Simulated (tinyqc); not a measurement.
Printed widths: electron-beam lithography: double-Gaussian proximity function, edge placement and dose correction for parallel lines. Computed by tinyqc, a small Python program. Command: `OMP_NUM_THREADS=1 python tinyqc.py 3110769 3110770 out.jsonl proximity walk`. One thread of a shared host (Intel(R) Xeon(R) Processor @ 2.30GHz), about 0.01 s of CPU time with the checks.

Lines are infinitely long. Absorbed energy is counted so that the middle of a very large area written at dose 1 receives 1; the resist develops where it exceeds 1/2.

Inputs (values chosen for the exercise, of the order of those for 50 keV electrons in resist on silicon): forward range alpha = 0.016 micrometre; backscatter range beta = 10 micrometre; backscatter ratio eta = 0.9.

line widths (micrometre): 11  0.096  1.7  0.066  1.3

gaps between the lines (micrometre): 0.15  0.16  1.1  0.13

Method:
- The first line starts at x = 0; each next one starts after the width and the gap.
- f(r) = [exp(-r^2/alpha^2)/alpha^2 + eta exp(-r^2/beta^2)/beta^2]/(pi (1 + eta)). A line from a to b at dose d gives E(x) = d [S(alpha) + eta S(beta)]/(1 + eta), S(s) = [erf((b - x)/s) - erf((a - x)/s)]/2.
- M_ij is the mean of E at the two edges of line i from line j at dose 1.
- Uncorrected edge energies are M 1. Solve M d = 1/2 for the doses d that put the mean edge energy of every line at the threshold.
- Edges are the roots of E(x) = 1/2 between a line centre and the middle of the next gap. Three cases: dose 1 everywhere; one common dose equal to the mean of d; the corrected doses.

Lines (micrometre):

| line | left edge | right edge | centre |
|---|---|---|---|
| 1 | 0.000 | 11.000 | 5.500 |
| 2 | 11.150 | 11.246 | 11.198 |
| 3 | 11.406 | 13.106 | 12.256 |
| 4 | 14.206 | 14.272 | 14.239 |
| 5 | 14.402 | 15.702 | 15.052 |

corrected doses: 1 0.96211, 2 0.85170, 3 0.92003, 4 1.06306, 5 1.12895

Width error, printed less drawn (nm):

| line | drawn width (nm) | dose 1 | mean dose | corrected |
|---|---|---|---|---|
| 1 | 11000 | 1.9760 | 1.1543 | 0.000767 |
| 2 | 96 | 5.0847 | 4.2561 | 0.000084 |
| 3 | 1700 | 3.0092 | 2.1903 | 0.001771 |
| 4 | 66 | -1.2838 | -2.0972 | 0.000074 |
| 5 | 1300 | -3.2539 | -4.0778 | 0.001358 |

With the common mean dose the errors span 8.3 nm. With corrected doses the largest error is below 0.01 nm.

Extremes, crossings and ranges named in words are read from the listed rows.
